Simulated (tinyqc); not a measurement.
Inside a calculation. Model: a particle near a wafer in liquid: double-layer and van der Waals forces (DLVO), deposition barrier and removal. Computed by tinyqc, a small Python program that keeps every step. Command: `OMP_NUM_THREADS=1 python tinyqc.py 3110151 3110152 out.jsonl dlvo walk`. One thread of a shared host (Intel(R) Xeon(R) Processor @ 2.30GHz), about 0.01 s of CPU time with the checks. Intermediate numbers are printed to about 5 digits and carried at full precision; extremes and crossings named in words are read from the listed rows.

Sphere and flat wall, Derjaguin approximation, constant potentials in the linear-superposition form, no retardation and no hydration force.

Inputs (values chosen for the exercise, of the order of those for silica on copper in water):
```
quantity,value,unit
particle radius R,86,nm
Hamaker constant A,2.5e-20,J
potential of the particle psi_1,59,mV
potential of the wafer psi_2,-18,mV
salt concentration c,0.00017,mol/L
valence z of the symmetric salt,1,-
temperature T,343,K
dielectric constant of the liquid,63.7,-
gap h,1.1,nm
contact distance h0,0.4,nm
contact radius over R,0.1,-
viscosity,0.72,mPa s
```

Constants: e = 1.602176634e-19 C; N_A = 6.02214076e+23 1/mol; eps_0 = 8.8541878128e-12 F/m; k_B = 1.380649e-23 J/K; k_B = 8.617333262e-05 eV/K.

## Screening

kappa^2 = 2 z^2 e^2 N_A (1000 c)/(eps eps_0 k_B T); gamma_i = tanh(z e psi_i/(4 k_B T)); Z = 64 pi eps eps_0 (k_B T/(z e))^2 gamma_1 gamma_2.

kappa = 0.044360 1/nm

Debye length = 22.543 nm

gamma_1 = 0.46135

gamma_2 = -0.15108

Z = -6.9055 pN

kappa R = 3.8150

Opposite signs: the double layers attract.

## Energy and force at one gap

U(h) = Z R exp(-kappa h) - A R/(6 h); F(h) = -dU/dh = kappa Z R exp(-kappa h) - A R/(6 h^2), positive for repulsion.

double-layer energy = -119.43 k_B T

van der Waals energy = -68.789 k_B T

U(h) = -188.22 k_B T

F(h) = -321.23 pN

Caution: for kappa h below 1 linear superposition is only rough, and charge regulation matters.

## The curve

The formulas are those given above.

Against the gap:
```
h (nm),kappa h,U (k_B T),F (pN)
0.4,0.0177,-312.37,-2.2655e+03
0.6,0.0266,-248.22,-1.0210e+03
1.0,0.0444,-195.63,-3.8353e+02
1.5,0.0665,-167.78,-1.8391e+02
2.5,0.1109,-142.51,-8.0912e+01
4.0,0.1774,-123.93,-4.4457e+01
7.0,0.3105,-102.74,-2.6625e+01
12.0,0.5323,-79.95,-1.7959e+01
20.0,0.8872,-55.43,-1.1745e+01
40.0,1.7744,-23.16,-4.6915e+00
```

Caution: in rows where h is not small against R, A R/(6 h) overstates the van der Waals term. Caution: in rows with kappa h below 1 linear superposition is only rough.

## Removing an attached particle

Adhesion F_a = A R/(6 h0^2) [1 + a^2/(R h0)] - kappa Z R exp(-kappa h0), a the contact radius. Drag in a shear flow F_d = 1.7 x 6 pi mu R^2 G, acting at 1.4 R; rolling starts when 1.4 R F_d = a F_a. Wall shear stress = mu G.

van der Waals adhesion = 7054.7 pN

net adhesion F_a = 7080.6 pN

wall shear stress for rolling = 2134.0 Pa

shear rate G = 2.9639e+06 1/s

Checks made by the program: force against a difference of U (relative difference 1e-10).
